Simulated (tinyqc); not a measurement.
Power law or saturation: oxide trap near a transistor channel: two-state multiphonon kinetics, telegraph noise and bias instability. Computed by tinyqc, a small Python program. Command: `OMP_NUM_THREADS=1 python tinyqc.py 3031744 3031745 out.jsonl oxidetrap walk`. One thread of a shared host (Intel(R) Xeon(R) Processor @ 2.30GHz), about 0.01 s of CPU time with the checks.

An n-channel device under positive gate bias. The trap is empty (state 1) or holds an electron (state 2); both states are parabolas of equal curvature, and the electron reservoir is taken at the Fermi level of the channel.

Inputs (values chosen for the exercise, with an insulator like SiO2 on silicon):
```
quantity                           value  unit
attempt rate k_0 at the interface  2e+12   1/s
temperature T                        350     K
mean capture barrier mu_c              1    eV
spread of the barriers s_c          0.29    eV
saturation shift dV_max               36    mV
```

Parts treated: one trap and an ensemble.

Constants: k_B = 8.617333262e-05 eV/K.

Method. For a normal spread of capture barriers (given for the stress field, with depth and field not resolved, k_0 being taken as the effective rate of the ensemble), traps with barrier below k_B T ln(k_0 t) are filled: dV(t) = (dV_max/2) erfc((mu_c - k_B T ln(k_0 t))/(sqrt(2) s_c)); local exponent n = d ln dV/d ln t (central difference, factor 1.01 in t). The extrapolation continues the power law fitted through 10 s and 1000 s.

Against stress time:
```
t (s)     shift (mV)  local exponent  power law (mV)  shift at T + 50 K (mV)
1.00e-03       3.998         0.17730           6.535                   6.600
1.00e-01       8.246         0.13755           9.655                  13.002
1.00e+01      14.266         0.10114          14.266                  20.741
1.00e+03      21.077         0.06923          21.077                  27.726
1.00e+05      27.232         0.04309          31.141                  32.433
1.00e+07      31.672         0.02368          46.011                  34.801
3.00e+08      33.721         0.01379          61.385                  35.546
```

What does the comparison show, and why?

The exponent falls from 0.177 to 0.014 as the front climbs the distribution, so the power law overstates the shift at 3e8 s (about ten years) by a factor 1.82. Heating by 50 K raises the shift at 1000 s by a factor 1.32: time and temperature enter only through T ln(k_0 t).
